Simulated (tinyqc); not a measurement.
Thin-film optics by transfer matrices: one step. Angles, admittances and phases.

Indices N = n + i k. Snell: N0 sin(theta) = N_j sin(theta_j), with Im(N_j cos theta_j) >= 0. Admittance y_j = N_j cos theta_j for s and N_j/cos theta_j for p. Phase delta_j = 2 pi N_j cos theta_j d_j/lambda. Layer matrix [[cos delta, -i sin delta/y], [-i y sin delta, cos delta]], multiplied from the top down to M. (B, C) = M (1, y_sub); r = (y0 B - C)/(y0 B + C), R = |r|^2, T = 4 Re y0 Re y_sub/|y0 B + C|^2, absorbed in the films 1 - R - T.

Values chosen for the exercise (indices near those of resist, ARC on polySi; shifted at random, so the results belong to these values and not to a real crystal): lam = 365 nm (vacuum wavelength); n0 = 1 (ambient index); n = (1.705, 1.72, 4.994) (n of resist, ARC, substrate); k = (0.025, 0.313, 2.491) (k in the same order); d = (587, 49.7) nm (thicknesses, top first); theta = 60 degrees (angle of incidence); pol = s (polarisation).

Problem. Form cos theta_j, y_j and delta_j.

Give: cos theta_j; y_j; delta_j.

Solution.

cos theta_j: ambient 0.5000, film 1 0.8615+0.0044i, film 2 0.8791+0.0492i, substrate 0.9928+0.0097i

y_j: ambient 0.5000, film 1 1.4688+0.0290i, film 2 1.4966+0.3597i, substrate 4.9338+2.5214i

delta_j (rad): film 1 14.8414+0.2933i, film 2 1.2804+0.3078i

(tinyqc, `OMP_NUM_THREADS=1 python tinyqc.py 1681115 1681116 out.jsonl`, Intel(R) Xeon(R) Processor @ 2.30GHz, 1 thread, shared host, about 0.01 s.)
